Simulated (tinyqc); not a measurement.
Hexagonal on-chip spiral inductor, lumped pi model: one step of the calculation.

Outer diameter do = di + 2 n wd + 2 (n - 1) sp, mean da = (do + di)/2, fill p = (do - di)/(do + di), length l = 3.464 n da. L = 2.33 mu0 n^2 da/(1 + 3.82 p), mu0 = 4 pi 1e-7 H/m. Rs = rho l/(wd delta (1 - exp(-th/delta))), delta = sqrt(rho/(pi f mu0)). Cs = n wd^2 eps0 eo/hu across the coil. At each end Cox = l wd eps0 eo/(2 ho) leads to the substrate branch Rsi = 2 rs he/(l wd) in parallel with Csi = l wd eps0 11.7/(2 he). With one end grounded Y = 1/(Rs + i w L) + i w Cs + 1/[1/(i w Cox) + 1/(1/Rsi + i w Csi)], w = 2 pi f; Q = -Im Y/Re Y. Eddy currents in neighbouring turns and in the substrate are left out.

Question. Geometry and model elements. do, l, L, delta, Rs, Cs, Cox, Rsi and Csi as defined.

Inputs (values chosen for the exercise); values of the order met in silicon radio-frequency processes: number of turns n = 4.5; line width wd = 6 um; space between turns sp = 3 um; inner diameter di = 140 um; metal thickness th = 3.4 um; metal resistivity rho = 3 uohm cm; oxide below the coil ho = 9.1 um; oxide between coil and underpass hu = 1.1 um; relative permittivity of the oxide eo = 3; substrate resistivity rs = 10 ohm cm; effective spreading depth in the substrate he = 80 um; frequency f = 1.5 GHz.

Constants: eps0 = 8.8541878128e-12 F/m. Results are converted to the units shown.

Find: do; l; L; delta; Rs; Cs; Cox; Rsi; Csi.

Answer.

do = 215.0 um
l = 2767 um
L = 5.824 nH
delta = 2.251 um
Rs = 7.888 ohm
Cs = 3.912 fF
Cox = 24.23 fF
Rsi = 963.8 ohm
Csi = 10.75 fF

Program tinyqc, `OMP_NUM_THREADS=1 python tinyqc.py 2302031 2302032 out.jsonl`; Intel Xeon 2.30GHz, shared host, one thread, about 0.01 s.
